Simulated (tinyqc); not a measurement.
Mobility of a non-polar semiconductor in the relaxation-time approximation: one step, computed by the program tinyqc. Command: `OMP_NUM_THREADS=1 python tinyqc.py 3005787 3005788 out.jsonl rta walk`. One thread of a shared host (Intel(R) Xeon(R) Processor @ 2.30GHz), about 0.01 s of CPU time with the checks.

Each valley is treated as a sphere of mass m_d for states and rates, with one isotropic relaxation time; the conductivity mass m_c sets the current.

Question. Masses. m_d = (m_l m_t^2)^(1/3); 1/m_c = (1/m_l + 2/m_t)/3; Hall mass factor A = 3 K_m (K_m + 2)/(2 K_m + 1)^2, K_m = m_l/m_t; N_I = n (1 + C)/(1 - C).

Inputs (values chosen for the exercise, modelled on electrons in germanium):
```
quantity                 value    unit
longitudinal mass m_l     1.58     m_0
transverse mass m_t     0.0826     m_0
carrier density n      2.9e+19  1/cm^3
compensation ratio C         0       -
```

Band: Kane. Impurity formula: Brooks-Herring. Further scattering: none.

Give: density-of-states mass m_d; conductivity mass m_c; Hall mass factor A; ionised impurity density N_I.

Answer.

density-of-states mass m_d = 0.22091 m_0

conductivity mass m_c = 0.12074 m_0

Hall mass factor A = 0.78675

ionised impurity density N_I = 2.90e+19 1/cm^3
